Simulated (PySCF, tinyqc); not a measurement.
Worked calculation: RHF in the sto-6g basis, for H4, spin multiplicity 1. The lowest restricted solution is unstable here: a spin-polarised one lies 0.1777 hartree lower (PySCF). Computed by tinyqc, a small Python program that keeps every step (integrals from PySCF). Settings: charge = 0, multiplicity = 1, basis = sto-6g, energy threshold = 1e-10, iteration cap = 87, orthogonalisation = symmetric, start = random, DIIS depth = 3, DIIS from iteration = 2, method = RHF. Command: `OMP_NUM_THREADS=1 python tinyqc.py 21053 21054 out.jsonl` (the two numbers bound the seeds that draw the settings). One thread of a shared host (Intel(R) Xeon(R) Processor @ 2.60GHz), about 0.1 s of CPU time with the checks. Later iterations appear only in the table of the cycle.

## One-electron integrals

Geometry (angstrom):
```
atom,x,y,z
H,0.0000,0.0000,0.0000
H,0.0000,0.0000,1.6830
H,0.0000,0.0000,3.2190
H,0.0000,0.0000,4.9020
```

Basis sto-6g: exponents (1/bohr^2) and contraction coefficients of normalised primitives:
```
element,l (shell),exponent,coefficient
H,s (1),35.5232,0.0092
H,s (1),6.5131,0.0494
H,s (1),1.8221,0.1685
H,s (1),0.6260,0.3706
H,s (1),0.2431,0.4165
H,s (1),0.1001,0.1303
```

Overlap, kinetic and nuclear-attraction integrals over the contracted functions; the nuclear repulsion is the sum of Za Zb / Rab.

nuclear repulsion = 1.410101 hartree

overlap S, lower triangle:
```
,1H 1s,2H 1s,3H 1s,4H 1s
1H 1s,1.0000
2H 1s,0.1962,1.0000
3H 1s,0.0146,0.2438,1.0000
4H 1s,0.0005,0.0146,0.1962,1.0000
```

kinetic energy T (hartree), lower triangle:
```
,1H 1s,2H 1s,3H 1s,4H 1s
1H 1s,0.7685
2H 1s,-0.0035,0.7685
3H 1s,-0.0042,0.0059,0.7685
4H 1s,-0.0003,-0.0042,-0.0035,0.7685
```

nuclear attraction V (hartree), lower triangle:
```
,1H 1s,2H 1s,3H 1s,4H 1s
1H 1s,-1.8257
2H 1s,-0.3082,-2.0611
3H 1s,-0.0218,-0.4193,-2.0611
4H 1s,-0.0007,-0.0218,-0.3082,-1.8257
```

core Hamiltonian H = T + V (hartree), lower triangle:
```
,1H 1s,2H 1s,3H 1s,4H 1s
1H 1s,-1.0572
2H 1s,-0.3117,-1.2926
3H 1s,-0.0260,-0.4134,-1.2926
4H 1s,-0.0009,-0.0260,-0.3117,-1.0572
```

## Two-electron integrals

Functions are numbered as in S; the eight-fold symmetry (ij|kl) = (ji|kl) = (kl|ij) leaves the list below.

Two-electron integrals (ij|kl) in chemists' order, unique and non-zero (hartree):
```
i,j,k,l,(ij|kl)
1,1,1,1,0.7750
2,1,1,1,0.0997
2,1,2,1,0.0209
2,2,1,1,0.3111
2,2,2,1,0.0997
2,2,2,2,0.7750
3,1,1,1,0.0051
3,1,2,1,0.0012
3,1,2,2,0.0072
3,1,3,1,8.64e-05
3,2,1,1,0.0536
3,2,2,1,0.0161
3,2,2,2,0.1292
3,2,3,1,0.0015
3,2,3,2,0.0334
3,3,1,1,0.1644
3,3,2,1,0.0447
3,3,2,2,0.3385
3,3,3,1,0.0051
3,3,3,2,0.1292
3,3,3,3,0.7750
4,1,1,1,1.18e-04
4,1,2,1,3.07e-05
4,1,2,2,1.99e-04
4,1,3,1,2.50e-06
4,1,3,2,4.88e-05
4,1,3,3,1.99e-04
4,1,4,1,8.28e-08
4,2,1,1,0.0025
4,2,2,1,0.0007
4,2,2,2,0.0051
4,2,3,1,6.61e-05
4,2,3,2,0.0015
4,2,3,3,0.0072
4,2,4,1,2.50e-06
4,2,4,2,8.64e-05
4,3,1,1,0.0258
4,3,2,1,0.0065
4,3,2,2,0.0447
4,3,3,1,0.0007
4,3,3,2,0.0161
4,3,3,3,0.0997
4,3,4,1,3.07e-05
4,3,4,2,0.0012
4,3,4,3,0.0209
4,4,1,1,0.1080
4,4,2,1,0.0258
4,4,2,2,0.1644
4,4,3,1,0.0025
4,4,3,2,0.0536
4,4,3,3,0.3111
4,4,4,1,1.18e-04
4,4,4,2,0.0051
4,4,4,3,0.0997
4,4,4,4,0.7750
```

## Orthogonalisation

S = U s U^T; symmetric (Loewdin) form X = U s^(-1/2) U^T, so that X^T S X = 1.

eigenvalues of S: 0.6592  0.8788  1.0965  1.3656

X, lower triangle:
```
,1H 1s,2H 1s,3H 1s,4H 1s
1H 1s,1.0152
2H 1s,-0.1032,1.0394
3H 1s,0.0118,-0.1309,1.0394
4H 1s,-0.0012,0.0118,-0.1032,1.0152
```

## Starting guess

The start is random orthonormal orbitals; D = 2 C_occ C_occ^T.

D at the start, lower triangle:
```
,1H 1s,2H 1s,3H 1s,4H 1s
1H 1s,0.3544
2H 1s,-0.7288,1.8984
3H 1s,0.3493,-0.0584,1.4343
4H 1s,0.3360,-0.5202,0.6131,0.3915
```

## Iteration 1: building the Fock matrix

J_ij = sum D_kl (ij|kl), K_ij = sum D_kl (ik|jl); F = H + J - 0.5 K; E = tr D H + tr D J / 2 - 0.25 tr D K + E_nn.

Coulomb J (hartree), lower triangle:
```
,1H 1s,2H 1s,3H 1s,4H 1s
1H 1s,1.0244
2H 1s,0.2745,2.0256
3H 1s,0.0225,0.4625,1.9724
4H 1s,0.0007,0.0230,0.2895,1.1748
```

exchange K (hartree), lower triangle:
```
,1H 1s,2H 1s,3H 1s,4H 1s
1H 1s,0.1727
2H 1s,0.0029,1.3745
3H 1s,0.0602,0.4015,1.2755
4H 1s,0.0335,-0.0097,0.3596,0.4505
```

Fock matrix F (hartree), lower triangle:
```
,1H 1s,2H 1s,3H 1s,4H 1s
1H 1s,-0.1192
2H 1s,-0.0387,0.0457
3H 1s,-0.0336,-0.1516,0.0420
4H 1s,-0.0170,0.0018,-0.2020,-0.1077
```

total energy of this density = -1.147539 hartree

## Iteration 1: diagonalisation and new density

Diagonalise F' = X^T F X, C = X C', fill 2 alpha and 2 beta electrons from the bottom; D = 2 C_occ C_occ^T. Each column has its largest component positive (the first on a tie).

F' = X^T F X (hartree), lower triangle:
```
,1,2,3,4
1,-0.1146
2,-0.0335,0.0982
3,-0.0118,-0.1810,0.1290
4,-0.0185,0.0468,-0.2129,-0.0678
```

orbital energies (hartree): MO1 -0.2251, MO2 -0.1117, MO3 0.0014, MO4 0.3803

coefficients C:
```
,MO1,MO2,MO3,MO4
1H 1s,0.2433,0.9480,-0.2711,0.1000
2H 1s,0.1583,0.0326,0.7971,-0.6684
3H 1s,0.4935,-0.0945,0.2963,0.8764
4H 1s,0.6915,-0.2716,-0.4941,-0.4953
```

D after iteration 1, lower triangle:
```
,1H 1s,2H 1s,3H 1s,4H 1s
1H 1s,1.9157
2H 1s,0.1389,0.0523
3H 1s,0.0611,0.1501,0.5050
4H 1s,-0.1785,0.2012,0.7338,1.1039
```

## Iteration 2: building the Fock matrix

As before.

Coulomb J (hartree), lower triangle:
```
,1H 1s,2H 1s,3H 1s,4H 1s
1H 1s,1.7863
2H 1s,0.2678,1.1237
3H 1s,0.0172,0.2727,1.2683
4H 1s,0.0005,0.0166,0.2500,1.3998
```

exchange K (hartree), lower triangle:
```
,1H 1s,2H 1s,3H 1s,4H 1s
1H 1s,1.5144
2H 1s,0.2497,0.1700
3H 1s,0.0351,0.1627,0.6087
4H 1s,-0.0086,0.0902,0.4182,1.0147
```

Fock matrix F (hartree), lower triangle:
```
,1H 1s,2H 1s,3H 1s,4H 1s
1H 1s,-0.0281
2H 1s,-0.1688,-0.2539
3H 1s,-0.0264,-0.2220,-0.3287
4H 1s,0.0039,-0.0545,-0.2708,-0.1648
```

total energy of this density = -1.363298 hartree

## Iteration 2: diagonalisation and new density

As before.

F' = X^T F X (hartree), lower triangle:
```
,1,2,3,4
1,0.0035
2,-0.1513,-0.1849
3,0.0108,-0.1666,-0.2443
4,0.0057,-0.0069,-0.2341,-0.1174
```

orbital energies (hartree): MO1 -0.4949, MO2 -0.2290, MO3 0.0395, MO4 0.1414

coefficients C:
```
,MO1,MO2,MO3,MO4
1H 1s,0.0823,0.4138,0.6687,-0.6452
2H 1s,0.3819,0.7089,-0.1720,0.6560
3H 1s,0.6626,-0.2787,-0.4526,-0.6219
4H 1s,0.4023,-0.4408,0.6764,0.4772
```

D after iteration 2, lower triangle:
```
,1H 1s,2H 1s,3H 1s,4H 1s
1H 1s,0.3559
2H 1s,0.6495,1.2968
3H 1s,-0.1215,0.1110,1.0334
4H 1s,-0.2985,-0.3176,0.7788,0.7122
```

## Iteration 3: building the Fock matrix

As before.

Coulomb J (hartree), lower triangle:
```
,1H 1s,2H 1s,3H 1s,4H 1s
1H 1s,1.1047
2H 1s,0.2695,1.8053
3H 1s,0.0210,0.4103,1.7560
4H 1s,0.0007,0.0215,0.2848,1.3218
```

exchange K (hartree), lower triangle:
```
,1H 1s,2H 1s,3H 1s,4H 1s
1H 1s,0.4315
2H 1s,0.3769,1.2000
3H 1s,0.0395,0.3546,1.0333
4H 1s,-0.0376,0.0144,0.4189,0.7259
```

Fock matrix F (hartree), lower triangle:
```
,1H 1s,2H 1s,3H 1s,4H 1s
1H 1s,-0.1683
2H 1s,-0.2307,-0.0873
3H 1s,-0.0249,-0.1804,-0.0532
4H 1s,0.0185,-0.0118,-0.2364,-0.0984
```

total energy of this density = -1.641834 hartree

## Iteration 3: DIIS over 2 matrices

error matrix X^T (FDS - SDF) X:
```
,1,2,3,4
1,0.0000,-0.3012,0.0219,0.0590
2,0.3012,0.0000,0.0014,-0.0512
3,-0.0219,-0.0014,0.0000,0.1867
4,-0.0590,0.0512,-0.1867,0.0000
```

B (overlaps of the stored error matrices):
```
,1,2
1,4.4357859e-01,-3.1538252e-01
2,-3.1538252e-01,2.6434398e-01
```

Minimise |sum c_i e_i|^2 with sum c_i = 1: solve [B -1; -1 0][c; lambda] = [0; -1] with B_ij = tr e_i^T e_j, and take F = sum c_i F_i.

DIIS coefficients: 0.4331  0.5669

extrapolated F (hartree), lower triangle:
```
,1H 1s,2H 1s,3H 1s,4H 1s
1H 1s,-0.1076
2H 1s,-0.2039,-0.1595
3H 1s,-0.0255,-0.1984,-0.1725
4H 1s,0.0122,-0.0303,-0.2513,-0.1271
```

## Iteration 3: diagonalisation and new density

As before.

F' = X^T F X (hartree), lower triangle:
```
,1,2,3,4
1,-0.0700
2,-0.1902,-0.0794
3,0.0154,-0.1778,-0.0835
4,0.0115,0.0164,-0.2367,-0.0805
```

orbital energies (hartree): MO1 -0.3867, MO2 -0.2374, MO3 0.0568, MO4 0.2539

coefficients C:
```
,MO1,MO2,MO3,MO4
1H 1s,0.2207,0.5883,0.6963,0.4021
2H 1s,0.4323,0.4884,-0.4599,-0.6866
3H 1s,0.5731,-0.2937,-0.3225,0.7679
4H 1s,0.4179,-0.4918,0.5838,-0.5329
```

D after iteration 3, lower triangle:
```
,1H 1s,2H 1s,3H 1s,4H 1s
1H 1s,0.7897
2H 1s,0.7655,0.8509
3H 1s,-0.0926,0.2086,0.8294
4H 1s,-0.3942,-0.1190,0.7679,0.8331
```

## Iteration 4: building the Fock matrix

As before.

Coulomb J (hartree), lower triangle:
```
,1H 1s,2H 1s,3H 1s,4H 1s
1H 1s,1.3159
2H 1s,0.2704,1.5952
3H 1s,0.0198,0.3667,1.5923
4H 1s,0.0006,0.0199,0.2725,1.3419
```

exchange K (hartree), lower triangle:
```
,1H 1s,2H 1s,3H 1s,4H 1s
1H 1s,0.7819
2H 1s,0.4177,0.9079
3H 1s,0.0480,0.3199,0.8927
4H 1s,-0.0415,0.0439,0.4193,0.8153
```

Fock matrix F (hartree), lower triangle:
```
,1H 1s,2H 1s,3H 1s,4H 1s
1H 1s,-0.1323
2H 1s,-0.2502,-0.1513
3H 1s,-0.0302,-0.2067,-0.1466
4H 1s,0.0204,-0.0281,-0.2489,-0.1230
```

total energy of this density = -1.748310 hartree

## Iteration 4: DIIS over 3 matrices

error matrix X^T (FDS - SDF) X:
```
,1,2,3,4
1,0.0000,-0.0373,0.0013,0.0088
2,0.0373,0.0000,-0.0022,-0.0017
3,-0.0013,0.0022,0.0000,0.0225
4,-0.0088,0.0017,-0.0225,0.0000
```

B (overlaps of the stored error matrices), lower triangle:
```
,1,2,3
1,4.4357859e-01
2,-3.1538252e-01,2.6434398e-01
3,-3.9550970e-02,3.2118161e-02,3.9643214e-03
```

As before.

DIIS coefficients: 0.0214  -0.1061  1.0848

extrapolated F (hartree), lower triangle:
```
,1H 1s,2H 1s,3H 1s,4H 1s
1H 1s,-0.1262
2H 1s,-0.2505,-0.1603
3H 1s,-0.0307,-0.2098,-0.1604
4H 1s,0.0203,-0.0304,-0.2507,-0.1265
```

## Iteration 4: diagonalisation and new density

As before.

F' = X^T F X (hartree), lower triangle:
```
,1,2,3,4
1,-0.0796
2,-0.2373,-0.0673
3,0.0165,-0.1924,-0.0674
4,0.0197,0.0168,-0.2376,-0.0798
```

orbital energies (hartree): MO1 -0.4022, MO2 -0.2650, MO3 0.0824, MO4 0.2906

coefficients C:
```
,MO1,MO2,MO3,MO4
1H 1s,0.3341,-0.5576,0.6381,0.4600
2H 1s,0.5043,-0.3843,-0.4028,-0.7376
3H 1s,0.5052,0.3831,-0.4024,0.7378
4H 1s,0.3348,0.5579,0.6369,-0.4609
```

D after iteration 4, lower triangle:
```
,1H 1s,2H 1s,3H 1s,4H 1s
1H 1s,0.8451
2H 1s,0.7656,0.8041
3H 1s,-0.0896,0.2151,0.8040
4H 1s,-0.3984,-0.0911,0.7657,0.8466
```

## Iteration 10 (converged): orbitals

converged F (hartree), lower triangle:
```
,1H 1s,2H 1s,3H 1s,4H 1s
1H 1s,-0.1266
2H 1s,-0.2505,-0.1587
3H 1s,-0.0305,-0.2092,-0.1587
4H 1s,0.0202,-0.0305,-0.2505,-0.1266
```

As before.

F' = X^T F X (hartree), lower triangle:
```
,1,2,3,4
1,-0.0799
2,-0.2376,-0.0657
3,0.0167,-0.1922,-0.0657
4,0.0196,0.0167,-0.2376,-0.0799
```

orbital energies (hartree): MO1 -0.4011, MO2 -0.2648, MO3 0.0829, MO4 0.2917

coefficients C:
```
,MO1,MO2,MO3,MO4
1H 1s,0.3358,0.5583,0.6368,0.4598
2H 1s,0.5039,0.3828,-0.4037,-0.7382
3H 1s,0.5039,-0.3828,-0.4037,0.7382
4H 1s,0.3358,-0.5583,0.6368,-0.4598
```

D after iteration 10, lower triangle:
```
,1H 1s,2H 1s,3H 1s,4H 1s
1H 1s,0.8490
2H 1s,0.7658,0.8008
3H 1s,-0.0890,0.2148,0.8008
4H 1s,-0.3979,-0.0890,0.7658,0.8490
```

## Convergence

Stop when the energy changes by less than 1e-10 hartree and every element of the error matrix X^T (F D S - S D F) X is below 3e-06.

Course of the cycle:
```
iteration,E (hartree),change,largest element of the error matrix
1,-1.147539,-,4.12e-01
2,-1.363298,-2.16e-01,3.50e-01
3,-1.641834,-2.79e-01,3.01e-01
4,-1.748310,-1.06e-01,3.73e-02
5,-1.749710,-1.40e-03,2.65e-03
6,-1.749719,-8.92e-06,2.27e-04
7,-1.749719,-9.59e-08,6.26e-05
8,-1.749720,-1.15e-08,2.73e-05
9,-1.749720,-2.62e-09,3.85e-06
10,-1.749720,-1.87e-11,1.43e-06
```

PySCF RHF in the same basis = -1.749720 hartree

Converged in 10 iterations.

## Populations, bond orders and dipole

Mulliken: Z minus the diagonal of D S on the atom; Loewdin: the same with S^(1/2) D S^(1/2); Mayer order: 2 sum_s sum (D(s) S)_ij (D(s) S)_ji over the two atoms.

Charges (e):
```
atom,Mulliken,Loewdin
1H,0.0022,0.0010
2H,-0.0022,-0.0010
3H,-0.0022,-0.0010
4H,0.0022,0.0010
```

Mayer bond orders:
```
pair,order
2-1,0.8381
3-1,-0.0011
3-2,0.1630
4-1,0.1630
4-2,-0.0011
4-3,0.8381
```

dipole moment about the origin, x y z (debye): 0.0000  0.0000  0.0000
